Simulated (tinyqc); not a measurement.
Worked calculation: microkinetic model of low-temperature epitaxy from hydride gases: adsorption, hydrogen desorption and rate control. Computed by tinyqc, a small Python program that keeps every step. Command: `OMP_NUM_THREADS=1 python tinyqc.py 3003306 3003307 out.jsonl hepi walk`. One thread of a shared host (Intel(R) Xeon(R) Processor @ 2.30GHz), about 0.01 s of CPU time with the checks. Intermediate numbers are printed to about 5 digits and carried at full precision; extremes and crossings named in words are read from the listed rows.

Each hydride molecule needs two free sites and leaves four hydrogen atoms, of which two leave at once as H2; theta is the hydrogen coverage, the site density is 6.78 per nm^2 and one layer is 1.358 angstrom thick.

Inputs (values chosen for the exercise, close to those used for silane and germane on Si(001)):
```
quantity                                           value  unit
silane pressure p_S                                0.075    Pa
sticking prefactor of silane s0                    0.021     -
adsorption barrier E_s                              0.25    eV
desorption prefactor nu_d                        1.9e+12   1/s
desorption energy on silicon E_d                    2.15    eV
hydrogen carrier pressure p_H                        330    Pa
sticking of hydrogen s_H                         5.2e-07     -
temperature T                                        640     C
germane pressure p_G                             0.00078    Pa
sticking ratio of germane to silane r_G              2.1     -
lowering of E_d per unit germanium fraction, dE     0.43    eV
```

Film: silicon-germanium. Order of hydrogen desorption: first.

Constants: k_B = 8.617333262e-05 eV/K; u = 1.6605390666e-27 kg; k_B = 1.380649e-23 J/K.

## Rate constants

Flux per site F = p/(sqrt(2 pi M k_B T) x 6.78e18 per m^2), M = 32.12 u (silane), 76.63 u (germane), 2.016 u (hydrogen); s = s0 exp(-E_s/(k_B T)); k_S = s F_S, k_G = r_G s F_G; germanium fraction x = k_G/(k_S + k_G); k = k_S + k_G; k_H = s_H F_H; k_d = nu_d exp(-(E_d - dE x)/(k_B T)). Temperatures in kelvin are T(C) + 273.15.

k = 0.15117 1/s

germanium fraction x = 0.013943

k_H = 1.5542 1/s

k_d = 2.7909 1/s

## Coverage and growth rate

With k the hydride and k_H the hydrogen adsorption rate on free pairs and k_d the desorption rate, steady state: 2 (k + k_H)(1 - theta)^2 = k_d theta; growth rate R = k (1 - theta)^2 layers/s; 1 layer/s = 8.148 nm/min. With c = 2 (k + k_H)/k_d the free share is 1 - theta = 2/(1 + sqrt(1 + 4c)).

c = 1.2221

hydrogen coverage theta = 0.41633

growth rate R in layers = 0.051498 layers/s

growth rate G = 0.41960 nm/min

Adsorption and desorption share control.

## Degrees of rate control

X_i = d ln R/d ln k_i at fixed other constants. With f = 1 - theta and a = 2/f + 1/theta: d ln f/d ln k_d = 1/(a f), so X_d = 2/(a f), X_k = 1 - X_d k/(k + k_H), X_H = -X_d k_H/(k + k_H); they sum to 1.

X_d (desorption) = 0.58790

X_k (hydride adsorption) = 0.94789

X_H (hydrogen adsorption) = -0.53579

## Two regimes over temperature

Limits: desorption-limited R = k_d k/(2 (k + k_H)), adsorption-limited R = k.

Growth:
```
T (C)    theta  G (nm/min)  desorption limit (nm/min)  adsorption limit (nm/min)
400    0.99330  2.0730e-05                 2.0870e-05                     0.4622
450    0.97587  3.4965e-04                 3.5829e-04                     0.6007
500    0.92767  3.9394e-03                 4.2466e-03                     0.7530
550    0.81788  3.0402e-02                 3.7172e-02                     0.9166
600    0.62028  1.5702e-01                 2.5314e-01                     1.0890
650    0.36545  5.1052e-01                 1.3970e+00                     1.2679
700    0.15904  1.0264e+00                 6.4534e+00                     1.4513
750    0.05686  1.4565e+00                 2.5617e+01                     1.6374
800    0.01965  1.7536e+00                 8.9253e+01                     1.8246
850    0.00714  1.9830e+00                 2.7777e+02                     2.0116
```

The apparent activation energy of G is 2.37 eV between the first rows and 0.26 eV between the last; full hydrogen cover gives a value near the desorption energy (plus E_s where k_H far exceeds k), a bare surface one near E_s less k_B T/2 from the flux. The coverage passes one half between 600 and 650 C, the knee of the Arrhenius plot.

Checks made by the program: steady coverage against time integration of d theta/dt (relative difference below 1e-10); degree of control against a finite difference (relative difference 1e-10).
